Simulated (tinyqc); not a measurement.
Bias dependence of the times: oxide trap near a transistor channel: two-state multiphonon kinetics, telegraph noise and bias instability. Computed by tinyqc, a small Python program. Command: `OMP_NUM_THREADS=1 python tinyqc.py 3009427 3009428 out.jsonl oxidetrap walk`. One thread of a shared host (Intel(R) Xeon(R) Processor @ 2.30GHz), about 0.01 s of CPU time with the checks.

An n-channel device under positive gate bias. The trap is empty (state 1) or holds an electron (state 2); both states are parabolas of equal curvature, and the electron reservoir is taken at the Fermi level of the channel.

Inputs (values chosen for the exercise, with an insulator like Al2O3 on silicon):
```
quantity                                value   unit
insulator constant eps_ox                9.12      -
trap depth x from the interface          0.59     nm
tunnel barrier phi_b                     2.21     eV
tunnelling mass m_ox                     0.33    m_0
trap level above E_F at zero field E_t   0.54     eV
relaxation energy E_R                     2.2     eV
oxide field F                             6.3  MV/cm
attempt rate k_0 at the interface       2e+11    1/s
temperature T                             250      K
```

Parts treated: one trap.

Constants: hbar^2/(2 m_0) = 3.80998212 eV angstrom^2; k_B = 8.617333262e-05 eV/K.

Method. kappa = sqrt(2 m_ox phi_b)/hbar = sqrt(m_ox phi_b/(hbar^2/2m_0)); attenuation length lambda = 1/(2 kappa); factor exp(-x/lambda) for a rectangular barrier. E_21 = E_t - e F x is the energy of state 2 over state 1; barriers E_c = (E_R + E_21)^2/(4 E_R), E_e = E_c - E_21; tau_c = exp(E_c/k_B T)/(k_0 P), tau_e = exp(E_e/k_B T)/(k_0 P), P the tunnelling factor; occupation f_2 = tau_e/(tau_c + tau_e); 1/tau_0 = 1/tau_c + 1/tau_e.

tunnelling factor = 0.00572644

Against field:
```
F (MV/cm)  E_21 (eV)   tau_c (s)   tau_e (s)         f_2
0.00         0.54000  1.3790e+08  1.7932e-03  1.3004e-11
1.89         0.42849  5.8639e+06  1.3496e-02  2.3016e-09
3.78         0.31698  2.8431e+05  1.1581e-01  4.0735e-07
5.04         0.24264  4.0660e+04  5.2211e-01  1.2841e-05
6.30         0.16830  6.1642e+03  2.4951e+00  4.0462e-04
7.56         0.09396  9.9060e+02  1.2640e+01  1.2599e-02
9.45        -0.01755  7.1188e+01  1.6077e+02  6.9310e-01
```

What does the comparison show, and why?

ln(tau_c/tau_e) falls by e x/k_B T = 2.739 per MV/cm, which measures the depth x if the change of surface potential with bias is left aside. Over these rows tau_c shortens by 6.29 decades and tau_e lengthens by 4.95; the shares differ because E_21 is not small against E_R. The times cross at F = E_t/(e x) = 9.15 MV/cm. Caution: a field 1.5 times as high comes near the usual breakdown field of such an insulator.

Extremes, crossings and ranges named in words are read from the listed rows.
